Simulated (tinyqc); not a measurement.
Changing the Luttinger gamma_3: shallow acceptor in the spherical model (Baldereschi-Lipari), strong spin-orbit limit. Computed by tinyqc, a small Python program. Command: `OMP_NUM_THREADS=1 python tinyqc.py 3021226 3021227 out.jsonl acceptor sweep`. One thread of a shared host (Intel(R) Xeon(R) Processor @ 2.30GHz), about 0.02 s of CPU time with the checks.

The 1S(3/2) state has an s envelope f(r) and a d envelope g(r). In effective units they obey -(f'' + 2f'/r + 2f/r) + mu (g'' + 5g'/r + 3g/r^2) = E f and -(g'' + 2g'/r - 6g/r^2 + 2g/r) + mu (f'' - f'/r) = E g. The cubic term, the split-off band and the central cell are left out.

Inputs (values chosen for the exercise, modelled on InP):
```
quantity                 value  unit
Luttinger gamma_1         5.14     -
Luttinger gamma_2         1.56     -
dielectric constant eps   12.1     -
spin-orbit gap Delta_so    109   meV
```

Constants: Ry = 13.605693123 eV; a_0 = 0.529177210903 angstrom.

Method:
- Ry* = Ry/(gamma_1 eps^2), a* = a_0 eps gamma_1, mu = (6 gamma_3 + 4 gamma_2)/(5 gamma_1), delta = (gamma_3 - gamma_2)/gamma_1; spherical masses 1/(gamma_1 (1 - mu)) (heavy) and 1/(gamma_1 (1 + mu)) (light).
- Basis: f_i = exp(-zeta_i r), g_i = r exp(-zeta_i r), weight r^2 dr, s = zeta_i + zeta_j. S_ff = 2/s^3, H_ff = zeta_i zeta_j S_ff - 2/s^2; S_gg = 24/s^5, H_gg = 8/s^3 + 24 zeta_i zeta_j/s^5 - 12/s^4; H(f_i, g_j) = mu (6 zeta_i^2/s^4 + 2 zeta_i/s^3); S_fg = 0. Each function is normalised by sqrt(S_ii).
- Large basis: zeta_i = 0.08 x 1.55^(i-1), i = 1..20 in each channel; overlap eigenvalues below 1e-11 are dropped.
- Binding energies are -E Ry*; the mass that fits is E(1S) eps^2/Ry.

One run for each value; columns: (1) Luttinger gamma_3; (2) 1S(3/2) binding energy (meV); (3) d weight of 1S(3/2); (4) heavy-hole mass (m_0); (5) mu; (6) 2S(3/2) binding energy (meV):
```
(1)      (2)     (3)    (4)     (5)    (6)
0.642   21.0  0.0668  0.320  0.3927   5.61
0.924   22.4  0.0918  0.359  0.4585   6.09
1.210   24.2  0.1217  0.410  0.5253   6.73
1.490   26.7  0.1555  0.475  0.5907   7.57
1.770   30.3  0.1942  0.566  0.6560   8.73
2.050   35.6  0.2381  0.698  0.7214  10.45
2.340   44.6  0.2894  0.923  0.7891  13.34
2.620   61.4  0.3452  1.337  0.8545  18.64
2.900  105.8  0.4081  2.427  0.9198  32.50
```

Over the rows, 1S(3/2) binding energy (meV) rises from 21.0 to 106 (exponent d ln y / d ln x 0.17 between the first rows and 5.4 between the last); d weight of 1S(3/2) rises from 0.0668 to 0.408 (exponent d ln y / d ln x 0.87 between the first rows and 1.6 between the last); heavy-hole mass (m_0) rises from 0.320 to 2.43 (exponent d ln y / d ln x 0.32 between the first rows and 5.9 between the last).

Caution (rows 0.642, 2.62, 2.90): gamma_3 and gamma_2 differ by more than 0.17 gamma_1: band warping, left out here, adds several per cent to the binding. Caution (rows 0.924, 1.21, 1.49, 1.77, 2.05, 2.34, 2.62, 2.90): the binding exceeds a fifth of the spin-orbit gap Delta_so, so the split-off band, left out, matters. Caution (rows 2.62, 2.90): the orbit is only a few bond lengths wide, so central-cell terms matter.
